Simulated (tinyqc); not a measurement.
Collinear exchange A + BC -> AB + C on a London-Eyring-Polanyi-Sato surface: saddle, string of images and rate: one step, computed by the program tinyqc. Command: `OMP_NUM_THREADS=1 python tinyqc.py 3111443 3111444 out.jsonl leps walk`. One thread of a shared host (Intel(R) Xeon(R) Processor @ 2.30GHz), about 0.04 s of CPU time with the checks.

x = r(AB), y = r(BC), r(AC) = x + y. V is counted from separated atoms, the barrier from A + BC, that is V + D(BC).

Question. One point of the surface. For each pair, with u = exp(-beta (r - r0)): Q = D [(3 + S) u^2 - (2 + 6 S) u]/(4 (1 + S)), J = D [(1 + 3 S) u^2 - (6 + 2 S) u]/(4 (1 + S)); V = Q1 + Q2 + Q3 - sqrt(((J1 - J2)^2 + (J2 - J3)^2 + (J3 - J1)^2)/2). Take x = r0(AB) + 0.3 and y = r0(BC) + 0.1 angstrom.

Inputs (values chosen for the exercise, for a model exchange):

| quantity | value | unit |
|---|---|---|
| D(AB) | 3.74 | eV |
| r0(AB) | 0.992 | angstrom |
| beta(AB) | 1.92 | 1/angstrom |
| D(BC) | 4.67 | eV |
| r0(BC) | 0.923 | angstrom |
| beta(BC) | 1.89 | 1/angstrom |
| D(AC) | 3.63 | eV |
| r0(AC) | 1.08 | angstrom |
| beta(AC) | 1.95 | 1/angstrom |
| Sato parameter S | 0.087 | - |

Give: the table «Pair terms» with the columns u, Q (eV), J (eV), for pair = AB, BC, AC; V.

Answer.

Pair terms:

| pair | u | Q (eV) | J (eV) |
|---|---|---|---|
| AB | 0.5621 | -0.3804 | -2.643 |
| BC | 0.8278 | 0.0297 | -4.561 |
| AC | 0.0900 | -0.1686 | -0.455 |

V = -4.078 eV
